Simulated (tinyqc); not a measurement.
Mobility limited by charged threading dislocations. Changing the dislocation density N_dis. Computed by tinyqc, a small Python program. Command: `OMP_NUM_THREADS=1 python tinyqc.py 3016104 3016105 out.jsonl disl sweep`. One thread of a shared host (Intel(R) Xeon(R) Processor @ 2.30GHz), about 0.01 s of CPU time with the checks.

Parallel lines trap electrons, one site every c, and the current flows across them. Donors are taken as fully ionised and statistics as non-degenerate; SI units, mass times m_0.

Inputs (values chosen for the exercise, modelled on InAs):

| quantity | value | unit |
|---|---|---|
| effective mass m | 0.024 | m_0 |
| permittivity eps | 15.1 | - |
| site spacing c along the line | 4.3 | angstrom |
| largest filling f_0 | 0.5 | - |
| acceptor level E_t below the band edge | 0.22 | eV |
| donor density N | 1.4e+17 | 1/cm^3 |
| lattice mobility at 300 K | 34000 | cm^2/(V s) |
| temperature T | 300 | K |

Band: parabolic. Filling of the line: given.

Constants: eps_0 = 8.8541878128e-12 F/m; k_B = 1.380649e-23 J/K; e = 1.602176634e-19 C; hbar = 1.054571817e-34 J s; m_0 = 9.1093837015e-31 kg.

Method:
- The filling is f = f_0; Read radius R = sqrt(f/(pi c N)). Free electrons n = N - f N_dis/c; screening length lambda = sqrt(eps eps_0 k_B T/(e^2 n)).
- tau(k) = hbar^3 (eps eps_0)^2 c^2 (1 + 4 lambda^2 k^2)^(3/2)/(N_dis m e^4 f^2 lambda^4), k the wave number across the lines; mu_dis = (e/m) int x tau exp(-x) dx with x = hbar^2 k^2/(2 m k_B T), 160 Gauss-Legendre points in sqrt(x) from 0 to sqrt(32). Closed form for lambda k >> 1: mu = 30 sqrt(2 pi) (eps eps_0)^2 c^2 (k_B T)^(3/2)/(N_dis e^3 f^2 lambda sqrt(m)).
- Other processes: Brooks-Herring mobility of a classical gas, mu_I = 128 sqrt(2 pi) (eps eps_0)^2 (k_B T)^(3/2)/(N e^3 sqrt(m) [ln(1 + b) - b/(1 + b)]), b = 24 m k_B T lambda^2/hbar^2; lattice mobility times (T/300 K)^(-2); Matthiessen's rule.

One run for each value:

| dislocation density N_dis (1/cm^2) | total mobility (cm^2/(V s)) | dislocation mobility (cm^2/(V s)) | share of electrons trapped (%) | resistivity (ohm cm) |
|---|---|---|---|---|
| 1.30e+07 | 22978 | 2.863e+06 | 1.080e-01 | 0.00194 |
| 4.60e+07 | 22511 | 8.078e+05 | 3.821e-01 | 0.00199 |
| 1.70e+08 | 20903 | 2.173e+05 | 1.412e+00 | 0.00216 |
| 6.00e+08 | 16664 | 6.032e+04 | 4.983e+00 | 0.00282 |
| 2.20e+09 | 9068 | 1.514e+04 | 1.827e+01 | 0.00602 |
| 7.70e+09 | 2462 | 2.797e+03 | 6.395e+01 | 0.05024 |

What does the table show, and why?

Over the rows, total mobility (cm^2/(V s)) falls from 23000 to 2460 (exponent d ln y / d ln x -0.016 between the first rows and -1.0 between the last); dislocation mobility (cm^2/(V s)) falls from 2.86e6 to 2800 (exponent d ln y / d ln x -1.0 between the first rows and -1.3 between the last); share of electrons trapped (%) rises from 0.108 to 64.0 (exponent d ln y / d ln x about 1.00 throughout). At the low end the exponent of dislocation mobility is -1.00, close to -1: independent lines. The mobility has lost 10 % between 1.70e8 and 6.00e8 per cm^2. Left out: 1.00e6, 3.60e6 (the gas is degenerate). Left out: 2.80e10, 1.00e11 (the lines trap nearly all electrons).

Caution (all rows): the potential of a line filled this far exceeds the acceptor depth E_t = 0.22 eV, so its own charge would keep f lower. Caution (all rows): n exceeds half of N_c, so classical statistics and Debye screening are rough. Caution (rows 1.30e7, 4.60e7, 1.70e8, 6.00e8, 2.20e9): the Read radius sqrt(f/(pi c N)) exceeds three screening lengths: the line potential is not weak, and the Born approximation overstates the scattering, possibly several times. Caution (rows 7.70e9): the cylinders begin to overlap, so barriers and percolation replace independent scattering.

Extremes, crossings and ranges named in words are read from the listed rows.
